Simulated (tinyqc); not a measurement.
Worked calculation: sputter depth profiling of a dopant layer: erosion rate, quantification and the mixing-roughness response. Computed by tinyqc, a small Python program that keeps every step. Command: `OMP_NUM_THREADS=1 python tinyqc.py 3001612 3001613 out.jsonl sims walk`. One thread of a shared host (Intel(R) Xeon(R) Processor @ 2.30GHz), about 0.04 s of CPU time with the checks. Intermediate numbers are printed to about 7 digits and carried at full precision; extremes and crossings named in words are read from the listed rows.

A rastered ion beam erodes silicon (49.94 atoms per nm^3). The measured profile is the true one convolved with a depth response.

Inputs (values chosen for the exercise, modelled on a dopant in silicon under an oxygen or caesium beam):
```
quantity,value,unit
beam energy E,2.9,keV
beam current,27,nA
raster side,400,um
sputter yield at 1 keV,1.4,-
mixing length at 1 keV,2.1,nm
roughness sigma,1.5,nm
depth of the top edge z0,55,nm
box width b,8,nm
box concentration C,2e+19,1/cm^3
relative sensitivity factor RSF,9.3e+21,1/cm^3
matrix count rate,390000,1/s
background count rate,8.3,1/s
counting time per point,1,s
level that defines the junction C_B,3e+16,1/cm^3
```

True profile: box.

Constants: e = 1.602176634e-19 C.

## Erosion and sensitivity

Scaling chosen for the exercise: yield Y = Y1 E^0.5, mixing length w = w1 E^0.5 (E in keV). Erosion rate = Y I/(e x raster^2 x density); depth step = rate x counting time; concentration = RSF x counts/matrix counts; detection limit = RSF x 3 sqrt(background x time)/(matrix rate x time).

yield Y = 2.384114

mixing length w = 3.576171 nm

erosion rate = 0.05028192 nm/s

depth step = 0.05028192 nm

detection limit = 2.061003e+17 1/cm^3

## Measured shape

Mixing alone turns a layer at z0 into (1/w) exp(-(z - z0 + w)/w) for z > z0 - w; roughness adds a Gaussian of width sigma. With x = z - z0 + w: g(x) = (1/(2w)) exp(sigma^2/(2 w^2) - x/w) erfc((sigma/w - x/sigma)/sqrt2), and its integral G(x) = (1/2) erfc(-x/(sigma sqrt2)) - w g(x). Measured: C [G(x) - G(x - b)]. Find the maximum, the full width at half maximum and the deep point where the profile falls to C_B; far down, the trailing edge decays by w ln(10) per decade.

depth of the maximum = 58.18718 nm

peak concentration = 1.590299e+19 1/cm^3

full width at half maximum = 9.180122 nm

apparent junction depth = 82.58790 nm

trailing slope = 8.234438 nm/decade

The true deep edge lies at 63 nm, so the junction appears 19.6 nm too deep. The peak reaches 79.5 % of the true concentration. Caution: C_B lies below the detection limit, so this point could not be measured.

## Moments

Convolution adds means and variances: the response has mean 0 (shift -w plus exponential mean w) and variance w^2 + sigma^2; a box adds the mean b/2 and the variance b^2/12.

centroid = 59 nm

standard deviation = 4.513572 nm

maximum minus centroid = -0.8128181 nm

The centroid stays at the true position while the maximum lies nearer the surface, so depth is read from the centroid.

## Points of the profile

Counts = concentration x matrix rate x time/RSF + background x time; relative noise 1/sqrt(counts). Depths are z0 - w + k (w + sigma), k = -0.5, 0, 0.5, 1, 2, 3, 5, 8, 12.

Profile:
```
k,z (nm),measured (1/cm^3),counts,relative noise
-0.5,48.8857,1.352201e+17,13.9705,0.2675431
0.0,51.4238,2.630504e+18,118.6115,0.0918199
0.5,53.9619,9.444321e+18,404.3522,0.0497302
1.0,56.5000,1.464798e+19,622.5700,0.0400780
2.0,61.5762,1.034541e+19,442.1400,0.0475576
3.0,66.6523,2.584369e+18,116.6768,0.0925780
5.0,76.8047,1.511618e+17,14.6390,0.2613627
8.0,92.0332,2.138323e+15,8.3897,0.3452451
12.0,112.3379,7.315572e+12,8.3003,0.3470987
```

## Beam energy: resolution against speed

Width = full width at half maximum; the apparent junction is the deep point where the profile falls to C_B; time to profile to twice z0 = 2 z0/erosion rate, at fixed current.

Measured values:
```
E (keV),w (nm),peak (1/cm^3),width (nm),apparent junction (nm),time (min)
0.15,0.813327,1.958503e+19,8.08622,68.85692,160.3182
0.25,1.050000,1.938398e+19,8.13295,69.84830,124.1820
0.50,1.484924,1.889650e+19,8.25250,71.92129,87.8099
1.00,2.100000,1.805307e+19,8.47740,75.04347,62.0910
2.00,2.969848,1.677152e+19,8.86986,79.51182,43.9050
4.00,4.200000,1.506152e+19,9.52361,85.70053,31.0455
8.00,5.939697,1.303940e+19,10.57499,94.08244,21.9525
```

From the highest to the lowest energy the width goes from 10.6 to 8.09 nm, towards the floor set by roughness and the box width 8 nm, and the junction error from 31.1 to 5.86 nm, at 7.3 times the time. Extrapolating the tail slope to zero energy separates mixing from real diffusion. Caution: the surface transient, segregation under the beam and the growth of roughness with depth are left out, and real yields fall faster near the sputter threshold.

Checks made by the program: dose under the measured profile (relative difference below 1e-10).
